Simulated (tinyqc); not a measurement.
Bloch-Grueneisen resistivity of a metal: one step, computed by the program tinyqc.

Electrons scatter from a Debye spectrum of phonons (n = 5 for scattering within one band, n = 3 for scattering into a second, heavy band) and from static defects.

Question. Total resistivity and derived numbers. J_n(y) = int_0^y x^n e^x/(e^x - 1)^2 dx, by 96 Gauss-Legendre points (upper limit at most 60). rho_ph = (n - 1) rho_1 (T/Theta)^n J_n(Theta/T), with rho_1 = 2 pi lambda_tr k_B Theta/(hbar eps_0 w_p^2), the high-temperature line at T = Theta. Parallel-resistor saturation: 1/rho = 1/(rho_0 + rho_ph) + 1/rho_sat. Temperature coefficient (1/rho) d rho/dT by a central difference of +/- 0.5 K; residual ratio rho(295 K)/rho(4.2 K); scattering time tau = 1/(eps_0 w_p^2 rho); Wiedemann-Franz kappa = L_0 T/rho, L_0 = (pi^2/3)(k_B/e)^2.

Inputs (values chosen for the exercise, modelled on iridium):

| quantity | value | unit |
|---|---|---|
| exponent n | 5 | - |
| Debye temperature Theta | 313 | K |
| transport coupling lambda_tr | 0.37 | - |
| Drude plasma energy hbar w_p | 9.1 | eV |
| residual resistivity rho_0 | 0.89 | microohm cm |
| temperature T | 400 | K |
| saturation resistivity | 65 | microohm cm |

Addition: saturation.

Constants: k_B = 1.380649e-23 J/K; hbar = 1.054571817e-34 J s; eps_0 = 8.8541878128e-12 F/m; hbar = 6.582119569e-16 eV s; k_B = 8.617333262e-05 eV/K.

Give: resistivity rho; temperature coefficient; residual resistance ratio; scattering time; Wiedemann-Franz conductivity.

Answer.

resistivity rho = 7.000 microohm cm

temperature coefficient = 2.111 1e-3/K

residual resistance ratio = 6.139

scattering time = 8.442 fs

Wiedemann-Franz conductivity = 139.6 W/(m K)
